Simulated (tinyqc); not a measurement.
Interstitial-substitutional diffusion of a fast metal impurity in a wafer (kick-out and dissociative mechanisms): one step, computed by the program tinyqc.

The metal moves as an interstitial A_i and dissolves on lattice sites either by kicking out a self-interstitial (A_i = A_s + I) or by filling a vacancy (A_i + V = A_s). With A_i at its solubility, local equilibrium and c = C_s/C_s*, self-interstitials and vacancies obey C_I/C_I* = 1/c and C_V/C_V* = c.

Task: Closed forms. Pure kick-out: the centre rises as c_m = (2/d) sqrt(pi D_K t) while c_m is small. Pure dissociative or sink-rich cases give erfc profiles with depth 2 sqrt(D_F t) or 2 sqrt(D_A t). The short time that the interstitial metal needs to fill the wafer is neglected.

Inputs (values chosen for the exercise, loosely like those of gold in silicon): temperature T = 875 C; wafer thickness d = 775 um; time t = 4400 s.

D_K = 9.396353e-12 cm^2/s

D_F = 1.808071e-11 cm^2/s

D_A = 4.193884e-08 cm^2/s

Give: centre value c_m, closed form; depth 2 sqrt(D_F t); depth 2 sqrt(D_A t).

Result:

centre value c_m, closed form = 0.0093006

depth 2 sqrt(D_F t) = 5.6411 um

depth 2 sqrt(D_A t) = 271.68 um
